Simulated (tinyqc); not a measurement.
Worked calculation: binary melting diagram from solution models of liquid and solid. Computed by tinyqc, a small Python program that keeps every step. Command: `OMP_NUM_THREADS=1 python tinyqc.py 3007276 3007277 out.jsonl melt walk`. One thread of a shared host (Intel(R) Xeon(R) Processor @ 2.30GHz), about 0.01 s of CPU time with the checks. Intermediate numbers are printed to about 6 digits and carried at full precision; extremes and crossings named in words are read from the listed rows.

x is the fraction of B. In a phase with interaction L: mu_A = G_A + R T ln(1 - x) + L x^2, mu_B = G_B + R T ln x + L (1 - x)^2. Melting: G(liquid) - G(solid) = H (1 - T/T_m) for each pure component.

Inputs (values chosen for the exercise, for a model alloy):

| quantity | value | unit |
|---|---|---|
| melting point T_A | 1425 | K |
| melting point T_B | 615 | K |
| heat of melting H_A | 44.3 | kJ/mol |
| heat of melting H_B | 17.8 | kJ/mol |
| liquid interaction L_L | 5.7 | kJ/mol |
| solid interaction L_S | 0.87 | kJ/mol |
| position of T, (T - T_A)/(T_B - T_A) | 0.46 | - |
| dilute content c0 of B | 0.0023 | - |
| growth number V delta/D | 0.16 | - |

Diagram: complete solid solution (lens).

Constants: R = 8.314462618 J/(mol K).

## Temperature and melting free energies

T = T_A + u (T_B - T_A). The ideal solution has k_A = exp(dG_A/(R T)) = (1 - xs)/(1 - xl) and k_B = exp(dG_B/(R T)) = xs/xl, so xl = (1 - k_A)/(k_B - k_A).

T = 1052.4 K

dG_A = 11.5833 kJ/mol

dG_B = -12.6597 kJ/mol

ideal liquidus xl = 0.782903

ideal solidus xs = 0.184234

## Tie line by Newton steps

Equal potentials: F_A = dG_A + R T ln[(1 - xl)/(1 - xs)] + L_L xl^2 - L_S xs^2 = 0, F_B = dG_B + R T ln(xl/xs) + L_L (1 - xl)^2 - L_S (1 - xs)^2 = 0. Newton steps from the ideal values with the exact Jacobian, halved if x would leave (0, 1); stop below 1e-12, residuals under 1e-7 shown as 0.

Iteration:

| step | xl | xs | F_A (kJ/mol) | F_B (kJ/mol) |
|---|---|---|---|---|
| 1 | 0.782903 | 0.184234 | 3.46421e+00 | -3.10315e-01 |
| 2 | 0.898291 | 0.199291 | -1.90666e+00 | 1.67942e-02 |
| 3 | 0.872461 | 0.194472 | -2.38026e-01 | 2.69436e-03 |
| 4 | 0.868267 | 0.193709 | -4.52735e-03 | 6.59101e-05 |
| 5 | 0.868184 | 0.193694 | -1.68875e-06 | 0 |
| 6 | 0.868184 | 0.193694 | 0 | 0 |

liquidus xl = 0.868184

solidus xs = 0.193694

The interactions move the liquidus by +0.0853 and the solidus by +0.0095; the lens is 1.13 times as wide as the ideal one here.

## Dilute B in A: partition coefficient and slope

At T_A, k0 = exp[(dG_B(T_A) + L_L - L_S)/(R T_A)]; van 't Hoff: m_L = -R T_A^2 (1 - k0)/H_A per unit fraction. Burton-Prim-Slichter: k_eff = k0/[k0 + (1 - k0) exp(-V delta/D)]. Freezing range of c0: |m_L| c0 |1 - k0|/k0.

partition coefficient k0 = 0.207828

liquidus slope m_L = -301.911 K

effective coefficient k_eff = 0.235400

freezing range = 2.64681 K

k0 < 1: the solid rejects B and B lowers the melting point. Faster growth moves k_eff towards 1.

## Solute along a frozen bar

For the solid at frozen fraction f, relative to c0. Lever rule: k0/[1 - (1 - k0) f]. Scheil (no diffusion in the solid, mixed liquid): k (1 - f)^(k - 1), with k0 and with k_eff. One zone pass with a zone a tenth of the bar long: 1 - (1 - k0) exp(-10 k0 f).

Ratio c_s/c0:

| f | lever rule | Scheil, k0 | Scheil, k_eff | one zone pass |
|---|---|---|---|---|
| 0.0 | 0.207828 | 0.20783 | 0.23540 | 0.207828 |
| 0.1 | 0.225708 | 0.22592 | 0.25515 | 0.356482 |
| 0.3 | 0.272616 | 0.27569 | 0.30920 | 0.575338 |
| 0.5 | 0.344135 | 0.35989 | 0.39992 | 0.719762 |
| 0.7 | 0.466527 | 0.53940 | 0.59102 | 0.815069 |
| 0.8 | 0.567429 | 0.74372 | 0.80582 | 0.849772 |
| 0.9 | 0.724025 | 1.28788 | 1.36901 | 0.877963 |

All but the k_eff column start at k0 = 0.208. At f = 0.9 Scheil gives 1.29 against 0.724 for the lever rule, since the solid keeps what it took and the last liquid is richer in B. Scheil passes c0 at f = 0.862. Last over first value: 6.20 with k0 and 5.82 with k_eff, so faster growth gives the more even bar.

## The lens

The formulas are those given above.

Liquidus and solidus:

| T (K) | xl | xs | ideal xl | ideal xs |
|---|---|---|---|---|
| 1384 | 0.136630 | 0.026594 | 0.120433 | 0.017407 |
| 1263 | 0.511547 | 0.091150 | 0.425069 | 0.071254 |
| 1142 | 0.761283 | 0.147861 | 0.656206 | 0.131640 |
| 1020 | 0.895409 | 0.212476 | 0.820053 | 0.205858 |
| 898 | 0.961258 | 0.303642 | 0.922896 | 0.308117 |
| 777 | 0.989653 | 0.460579 | 0.976673 | 0.472658 |
| 656 | 0.999018 | 0.798497 | 0.997534 | 0.802491 |

The lens is widest among these rows at 1020 K (0.683 in x, ideal 0.615). L_L - L_S = +4.8 kJ/mol, relative to the mixed solid, penalises the mixed liquid, and the liquidus lies above the ideal one in every row.

Checks made by the program: tie line against the common tangent on 20001 points (relative difference 1e-05); k0 and m_L against a tie line 0.01 K from T_A (relative difference 2e-05).
